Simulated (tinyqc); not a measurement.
Localisation in a chain with random site energies (transfer matrices): one step. The same sites added without interference.

Hopping -t; leads with site energy 0, E = -2t cos(ka). psi_(j+1) = ((e_j - E)/t) psi_j - psi_(j-1), a product of matrices M_j = [[(e_j - E)/t, -1], [1, 0]]. For M = M_N ... M_1 the transmission is T = 4 sin^2(ka)/|M21 - M12 + M22 exp(ika) - M11 exp(-ika)|^2. Long samples draw e_j = W (x_j/2147483647 - 1/2) from x_j = 16807 x_(j-1) mod 2147483647, starting at x0. The localisation length xi, in sites, is defined by ln T = -2N/xi on average; weak disorder gives xi = 24 (4t^2 - E^2)/W^2, and the mean free path for backscattering is xi/2.

Parameters, chosen for this exercise:
- t = 1.41 eV (hopping)
- E = -1.02 eV (energy)
- e = (-0.71, 0.05, 0.12, 0.64, -0.73, -0.13, -0.38, 0.17, 0.73, 0.88) eV (site energies of the short sample)

Problem. One site alone reflects R_j = e_j^2/(e_j^2 + 4t^2 - E^2); incoherent addition sums R/(1 - R), and T = 1/(1 + sum).

Give: R_j; sum of R/(1 - R); T without interference.

Solution.

R_j: 0.0680  0.0004  0.0021  0.0559  0.0716  0.0024  0.0205  0.0042  0.0716  0.1007

sum of R/(1 - R) = 0.4284
T without interference = 0.7001

The coherent product gives 0.7951 for this sample.

tinyqc: `OMP_NUM_THREADS=1 python tinyqc.py 1482831 1482832 out.jsonl`; about 0.04 s, one thread, shared Intel(R) Xeon(R) Processor @ 2.30GHz.
